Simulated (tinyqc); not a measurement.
Low-temperature mobility of a two-dimensional electron gas with static screening: one step, computed by the program tinyqc. Command: `OMP_NUM_THREADS=1 python tinyqc.py 3010533 3010534 out.jsonl twodeg walk`. One thread of a shared host (Intel(R) Xeon(R) Processor @ 2.30GHz), about 0.01 s of CPU time with the checks.

One subband is filled, the gas is degenerate and scatters at the Fermi circle; one permittivity serves on both sides of the interface. All formulas are in SI units, masses times m_0. Piezoelectric and polar phonons are left out, and n_s is taken as set by a gate, independent of N_i.

Task: Interface roughness. Form factors with u = q/b: screening G(q) = [1 + 9u/8 + 3u^2/8]/(1 + u)^3, remote charge P(q) = exp(-q d)/(1 + u)^3. Dielectric function eps(q) = 1 + q_TF G(q)/q, with q = 2 k_F sin(theta/2). Roughness: <|U|^2> = (e F)^2 S(q), S = pi Delta^2 Lambda^2 exp(-q^2 Lambda^2/4). 1/tau_t = (m/(pi hbar^3)) int_0^pi (1 - cos theta) <|U|^2>/eps(q)^2 dtheta; the quantum rate 1/tau_q drops the factor (1 - cos theta); 200 Gauss-Legendre points in s with theta = pi s^2, s from 0 to 1; mu = e tau_t/m.

Inputs (values chosen for the exercise, modelled on a silicon inversion layer): in-plane mass m = 0.194 m_0; permittivity eps = 11.8; roughness height Delta = 0.65 nm; correlation length Lambda = 1 nm; remote charge density N_i = 4.2e+10 1/cm^2; distance d of the charges from the interface = 0.32 nm; temperature T = 60 K.

Wave function: Fang-Howard. Roughness spectrum: Gaussian.

k_F = 0.3219822 1/nm

b = 1.365704 1/nm

q_TF = 1.242735 1/nm

effective field F = 0.2570122 MV/cm

Constants: m_0 = 9.1093837015e-31 kg; hbar = 1.054571817e-34 J s; e = 1.602176634e-19 C; eps_0 = 8.8541878128e-12 F/m.

Give: tau_t, roughness; tau_q, roughness; roughness mobility; tau_t/tau_q, roughness.

Result:

tau_t, roughness = 1.606 ps

tau_q, roughness = 2.342 ps

roughness mobility = 14563 cm^2/(V s)

tau_t/tau_q, roughness = 0.6858

k_F Lambda = 0.32: the roughness is short against the Fermi wavelength and scatters through large angles. Caution: k_B T exceeds a quarter of E_F, so scattering at the Fermi circle alone and zero-temperature screening are rough.
